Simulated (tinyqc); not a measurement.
# Ferroelectric with a first-order transition, Landau-Devonshire energy: polarisation and permittivity against temperature

One domain with free energy u = al P^2 + be P^4 + ga P^6 - E P, al = a0 (T - T0), be < 0 < ga (P in uC/cm^2, E in kV/cm, u in mJ/cm^3). Equilibrium: E = 2 al P + 4 be P^3 + 6 ga P^5; a state is stable against small changes where dE/dP > 0. The coercive field is that of uniform switching, which real films, switching by domains, do not reach.

Ps^2 = [-be + sqrt(be^2 - 3 al ga)]/(3 ga); Pc^2 = [-3 be + sqrt(9 be^2 - 15 al ga)]/(15 ga), Ec = -E(Pc); susceptibility chi = 1/(eps0 dE/dP). TC = T0 + be^2/(4 a0 ga), where u(Ps) = u(0); T1 = T0 + be^2/(3 a0 ga), where the polar minimum disappears. For the non-polar state chi0 = 1/(2 eps0 al).

Inputs (values chosen for the exercise): slope of the quadratic coefficient a0 = 0.024 kV cm/(uC K); Curie-Weiss temperature T0 = 600 K; quartic coefficient be = -0.0007 kV cm^5/uC^3; sixth-order coefficient ga = 2.3e-7 kV cm^9/uC^5.

Constants: eps0 = 8.8541878128e-14 F/cm where lengths are in cm. Results are converted to the units shown.

Polarisation and permittivity against temperature:
```
T (K)  Ps (uC/cm^2)  u(Ps) (mJ/cm^3)  Ec (kV/cm)  chi at Ps      chi0
400           61.97         -1.573e4       433.3      188.5  unstable
480           57.41            -8862       269.3      272.2  unstable
540           52.72            -4472       154.0      417.0  unstable
575           48.91            -2293       90.57      620.6  unstable
592           46.45            -1363       61.09      829.2  unstable
605.9         43.84           -680.7       37.76       1173     39880
614.8         41.61           -289.7       23.25       1647     15900
620.7         39.63           -55.38       13.83       2343     11370
626.6         36.56            151.9       4.598       4746      8846
629           34.02            224.4      0.9022    1.234e4      8114
```

What does the comparison show?

Ps falls from 62.0 to 34.0 uC/cm^2 without reaching zero, Ec falls from 433 to 0.902 kV/cm and chi rises from 189 to 12300. u(Ps) turns positive at TC = 622.2 K: the 2 row(s) above it are metastable, up to T1 = 629.6 K. Between T0 = 600 K and TC the non-polar state is the metastable one.

tinyqc, about 0.01 s, one thread, Intel Xeon 2.30GHz (shared host): `OMP_NUM_THREADS=1 python tinyqc.py 2860039 2860040 out.jsonl`
